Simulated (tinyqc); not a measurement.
What moves the Penn gap and the ionicity: Penn model of the dielectric constant and Phillips ionicity.

n = 32/a^3; Ep^2 = 8 pi c e2 n with c = hbar^2/2m0, e2 = e^2/(4 pi eps0); EF = c (3 pi^2 n)^(2/3); eps = 1 + (Ep/Eg)^2 S with S = 1 - Eg/(4 EF) + (Eg/(4 EF))^2/3, Eg the Penn gap. Core d shells are left out.

Phillips: bond length d = sqrt(3) a/4; homopolar gap Eh = 39.74 d^(-2.48) eV (d in angstrom); Eg^2 = Eh^2 + C^2; ionicity fi = C^2/Eg^2.

Constants: hbar^2/2m0 = 3.80998211 eV angstrom^2; e^2/(4 pi eps0) = 14.39964547 eV angstrom.

Values chosen for the exercise (out of a larger set: near those of Si; not measured data): a = 5.457 angstrom (cubic lattice constant, 32 valence electrons a cell); ei = 11.89 (high-frequency dielectric constant).

Eg from ei; fi = 1 - (Eh/Eg)^2, printed even where negative.

One parameter was then changed.

Results before and after:
```
case     Ep (eV)  Eg (eV)  Eh (eV)     fi
base      16.478    4.755    4.710  0.019
changed   15.996    4.614    4.485  0.055
```

Which of these changes was made? (a) a = 5.566 angstrom; (b) ei = 10.7.
Answer: (a) a = 5.566 angstrom. Of the candidates, run in turn, only this one gives the changed row.

All candidates:
```
case                Ep (eV)  Eg (eV)  Eh (eV)     fi
base                 16.478    4.755    4.710  0.019
a = 5.566 angstrom   15.996    4.614    4.485  0.055
ei = 10.7            16.478    5.024    4.710  0.121
```

For an elemental crystal fi should vanish; the values measure the misfit of the rule for Eh.

(tinyqc, `OMP_NUM_THREADS=1 python tinyqc.py 1681542 1681543 out.jsonl`, Intel(R) Xeon(R) Processor @ 2.30GHz, 1 thread, shared host, about 0.01 s.)
